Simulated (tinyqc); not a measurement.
Undoped symmetric double-gate MOSFET, analytic potential model: effect of the body thickness.

An undoped body of thickness ts between two equal insulators and tied gates; long channel, electrons only, n = ni exp((psi - V)/Vt) with V the quasi-Fermi potential (0 at the source, Vd at the drain), constant mobility, no quantisation. Across the body psi(x) = V - 2 Vt ln[(ts/(2 beta)) sqrt(q ni/(2 eps0 eps_r Vt)) cos(2 beta x/ts)], x from the centre. Q is the electron charge per area of the whole body.

ni = sqrt(Nc Nv) exp(-Eg/(2 Vt)), Eg in volts; r = eps_r tox/(eox ts); V0 = dphi + 2 Vt ln[(2/ts) sqrt(2 eps0 eps_r Vt/(q ni))]. beta (between 0 and pi/2) solves (Vg - V0 - V)/(2 Vt) = ln(beta) - ln(cos beta) + 2 r beta tan(beta). Q = 8 eps0 eps_r Vt beta tan(beta)/ts; I = mu (1/L)(4 eps0 eps_r/ts)(2 Vt)^2 [g(beta_s) - g(beta_d)] per width, g = beta tan(beta) - beta^2/2 + r beta^2 tan^2(beta), with beta_s at V = 0 and beta_d at V = Vd.  I(low) is taken at Vg = 0.25 V, Qs and I(high) at Vg = 1 V.

Parameters, values chosen for the exercise; material values those of a made-up semiconductor: temperature T = 293 K; band gap Eg = 1.14 eV; relative permittivity of the semiconductor eps_r = 13; conduction-band density of states at T Nc = 2.78e19 cm^-3; valence-band density of states at T Nv = 3.27e19 cm^-3; relative permittivity of the gate insulator eox = 3.73; insulator thickness tox = 0.87 nm; gate work function less that of the intrinsic body dphi = 0.05 V; channel mobility mu = 460 cm^2/(V s); gate length L = 0.2 um; drain voltage Vd = 1 V.

Constants: q = 1.602176634e-19 C, kB = 1.380649e-23 J/K, Vt = kB T/q, eps0 = 8.8541878128e-14 F/cm where lengths are in cm. Results are converted to the units shown.

Results:
```
ts (nm)   V0 (V)  I(low) (nA/um)  Qs(high) (nC/cm^2)  I(high) (uA/um)
8.3      0.55281         0.10065              2544.6           1243.7
12       0.53419         0.14552              2546.6           1254.1
16       0.51966         0.19403              2547.4           1260.2
23       0.50134         0.27891              2548.0           1266.0
45       0.46745         0.54566              2548.5           1272.6
62       0.45126         0.75176              2548.5           1274.6
```

Estimate the missing row, ts = 32 nm.

Computed row:
```
ts (nm)   V0 (V)  I(low) (nA/um)  Qs(high) (nC/cm^2)  I(high) (uA/um)
32       0.48466         0.38804              2548.3           1269.8
```

With this row back in the table: As ts goes from 8.3 to 62 nm, I(low) rises from 0.101 to 0.752 nA/um and I(high) rises from 1240 to 1270 uA/um. On average I(low) goes as ts^(1.00) and I(high) goes as ts^(0.01). Below threshold the charge is proportional to the cross-section of the body; above it the insulator sets the charge. In every row the surface density at the source at the higher gate voltage passes 0.3 Nc, where Boltzmann statistics fail. In every row mu V/L at the higher gate voltage, with V the smaller of Vd and Vg - V0, passes 3e6 cm/s, so velocity saturation would lower the current. At ts = 62 nm L is under three scale lengths of this cross-section, so short-channel effects, left out here, would raise the subthreshold current.

tinyqc, about 0.07 s, one thread, Intel Xeon 2.30GHz (shared host): `OMP_NUM_THREADS=1 python tinyqc.py 2440123 2440124 out.jsonl`
